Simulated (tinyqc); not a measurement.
# Access strength from the read disturbance

Inverse problem. Transistor (EKV form, voltages against the body): I = 2 n b Vt^2 [F(vp - Vs) - F(vp - Vd)] from drain to source, F(v) = ln^2(1 + exp(v/(2 Vt))), vp = (Vg - VT + sg |Vd - Vs|)/n. n-channel bodies are at 0; for the p-channel device all voltages are counted down from Vdd. b in uA/V^2 gives I in uA. In an SRAM read the low node Q obeys In(gate QB, drain Q) = Ip(gate QB, drain Q) + Ia, where the access transistor (threshold VTn) has its gate and drain at Vdd and its source at Q. Find Ia, ba and the cell ratio bn/ba.

Parameters, values chosen for the exercise:
- T = 400 K (temperature)
- Vdd = 0.9 V (supply voltage)
- n = 1.16 (slope factor)
- sg = 0.114 (drain-induced barrier lowering)
- VTn = 0.25 V (n-channel threshold)
- VTp = 0.33 V (p-channel threshold (magnitude))
- bn = 270 uA/V^2 (gain factor of the pull-down transistor)
- bp = 85 uA/V^2 (gain factor of the pull-up transistor)

Constants: q = 1.602176634e-19 C, kB = 1.380649e-23 J/K, Vt = kB T/q. Results are converted to the units shown.

Q and QB in the read (V): [0.11068297, 0.89544210]

Solution. The node equation gives Ia, which is proportional to ba.

Ia = 17.74 uA
ba = 110.0 uA/V^2
cell ratio = 2.455

tinyqc, about 0.1 s, one thread, Intel Xeon 2.30GHz (shared host): `OMP_NUM_THREADS=1 python tinyqc.py 2340024 2340025 out.jsonl`
